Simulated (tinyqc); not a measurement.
Worked calculation: Hubbard chain of 4 sites. Computed by tinyqc, a small Python program that keeps every step. Settings: hopping = 1.35, U = 6.8, mixing = 0.2, iteration cap = 89. Command: `OMP_NUM_THREADS=1 python tinyqc.py 23585 23586 out.jsonl` (the two numbers bound the seeds that draw the settings). One thread of a shared host (Intel(R) Xeon(R) Processor @ 2.60GHz), about 0.2 s of CPU time with the checks.

one-body matrix (hopping and site energies) (eV), lower triangle:
```
         1        2        3        4
1  -0.3500
2  -1.3500  -0.8900
3   0.0000  -1.3500   0.1300
4   0.0000   0.0000  -1.3500  -0.9400
```

U = 6.8000 eV

electrons, up and down: 2  2

n(up) at the start (a guess, not normalised): 1 0.5500, 2 0.4500, 3 0.5500, 4 0.4500

n(down) at the start (a guess): 1 0.4500, 2 0.5500, 3 0.4500, 4 0.5500

Each step fills the lowest levels of T + U n(other spin) and sets n(new) = n + mixing (n(out) - n); stop when output and input agree to 1e-8.

Course of the cycle:

| iteration | E (eV) | largest \|n(out) - n(in)\| | mean \|n_up - n_down\| |
|---|---|---|---|
| 1 | -1.256626 | 2.50e-01 | 0.2268 |
| 2 | -1.771508 | 1.70e-01 | 0.3139 |
| 3 | -2.056479 | 1.53e-01 | 0.3973 |
| 4 | -2.344901 | 1.75e-01 | 0.4782 |
| 5 | -2.625177 | 1.83e-01 | 0.5512 |
| 6 | -2.869736 | 1.83e-01 | 0.6133 |
| 7 | -3.067689 | 1.75e-01 | 0.6644 |
| 8 | -3.220792 | 1.61e-01 | 0.7057 |
| 9 | -3.335846 | 1.45e-01 | 0.7389 |
| 10 | -3.420591 | 1.28e-01 | 0.7655 |
| 11 | -3.482105 | 1.14e-01 | 0.7868 |
| ... | ... | ... | ... |
| 79 | -3.634441 | 2.19e-06 | 0.8805 |
| 80 | -3.634441 | 1.85e-06 | 0.8805 |
| 81 | -3.634441 | 1.57e-06 | 0.8805 |
| 82 | -3.634441 | 1.33e-06 | 0.8805 |
| 83 | -3.634441 | 1.12e-06 | 0.8805 |
| 84 | -3.634441 | 9.49e-07 | 0.8805 |
| 85 | -3.634441 | 8.02e-07 | 0.8805 |
| 86 | -3.634441 | 6.79e-07 | 0.8805 |
| 87 | -3.634441 | 5.74e-07 | 0.8805 |
| 88 | -3.634441 | 4.85e-07 | 0.8805 |
| 89 | -3.634441 | 4.11e-07 | 0.8805 |

Can the last value be used, and what does the course show?

Not by the stop rule, although the second column moves by less than 1e-07 over the last three steps. Not converged within 89 iterations: the residual falls steadily but slowly, by a factor of about 0.85 a step. The lowest mean-field energy found from random starts is -3.63444 eV. Reruns (cap 100 unless said): mixing 0.5: converged in 40 (E = -3.63444); mixing 0.9: converged in 19 (E = -3.63444); the original settings with a cap of 400: converged in 112 (E = -3.63444).
